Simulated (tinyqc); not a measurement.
Changing the anneal time t: hydrogen passivation of interface dangling bonds: competing passivation and dissociation with distributed barriers. Computed by tinyqc, a small Python program. Command: `OMP_NUM_THREADS=1 python tinyqc.py 3024232 3024233 out.jsonl passiv sweep`. One thread of a shared host (Intel(R) Xeon(R) Processor @ 2.30GHz), about 0.1 s of CPU time with the checks.

P_b + H2 gives P_bH + H at the rate k_f [H2]; P_bH gives P_b + H at the rate k_d. All defects start unpassivated. E_f and E_d are Gaussian and independent.

Inputs (values chosen for the exercise, close to those used for P_b centres at the silicon-oxide interface): defect density N0 = 3.3e+12 1/cm^2; passivation prefactor k_f0 = 7.4e-07 cm^3/s; mean passivation barrier E_f = 1.64 eV; spread sigma_f = 0.022 eV; dissociation prefactor k_d0 = 9.4e+12 1/s; mean dissociation barrier E_d = 2.84 eV; spread sigma_d = 0.065 eV; H2 in the oxide per atm, solubility factor = 3.6e+17 1/(cm^3 atm); hydrogen pressure p = 1 atm; anneal temperature T = 500 C; oxide thickness = 11 nm.

Constants: k_B = 8.617333262e-05 eV/K; e = 1.602176634e-19 C; eps_0 = 8.8541878128e-12 F/m.

Method:
- [H2] = solubility factor x p; a = k_f0 [H2] exp(-E_f/(k_B T)), d = k_d0 exp(-E_d/(k_B T)). For one pair of barriers the active share is y = [d + a exp(-(a + d) t)]/(a + d).
- Temperatures in kelvin are T(C) + 273.15.
- Average y over both Gaussians with 40 x 40 Gauss-Hermite points.
- Active density N0 y; threshold shift if each active defect holds one charge, e N0 y t_ox/(3.9 eps_0).
- Minimise the averaged y over T between 150 and 900 C: find where ln y is equal at T - 0.05 and T + 0.05 C; T is rounded to 0.1 C.

One run for each value:
```
anneal time t (s)  active share y  active share, single barriers  best temperature (C)  least active share
1.00e+00                1.061e-02                      4.362e-03                 554.0           2.913e-06
1.00e+01                9.033e-07                      5.314e-07                 485.6           6.959e-07
1.00e+02                9.031e-07                      5.314e-07                 427.8           1.682e-07
1.00e+03                9.031e-07                      5.314e-07                 378.4           4.116e-08
1.00e+04                9.031e-07                      5.314e-07                 335.5           1.019e-08
1.00e+05                9.031e-07                      5.314e-07                 298.1           2.554e-09
1.00e+06                9.031e-07                      5.314e-07                 265.1           6.477e-10
```

Over the rows, active share y falls from 0.0106 to 9.03e-7, flat over part of the range; active share, single barriers falls from 0.00436 to 5.31e-7, flat over part of the range; best temperature (C) falls from 554 to 265 (exponent d ln y / d ln x -0.057 between the first rows and -0.051 between the last). At the high end the exponent of active share y is 0.00, close to 0: the steady balance is reached. The spread turns a single exponential into a slower, stretched decay. Longer anneals allow a colder optimum with a lower floor.

Caution (all rows): a least active share below 1e-3 is a property of the model; measured passivation levels off well above it. Caution (all rows): atomic hydrogen, which both passivates and depassivates, and further passivation during cooling are left out. Caution (rows 10.0, 100, 1000, 10000, 100000, 1.00e6): single-barrier shares below about 1e-3 are formal; measured passivation levels off well above them. Caution (rows 10.0, 100, 1000, 10000, 100000, 1.00e6): densities below a few 1e9 per cm^2 are formal: other defects set the floor in real interfaces.

Extremes, crossings and ranges named in words are read from the listed rows.
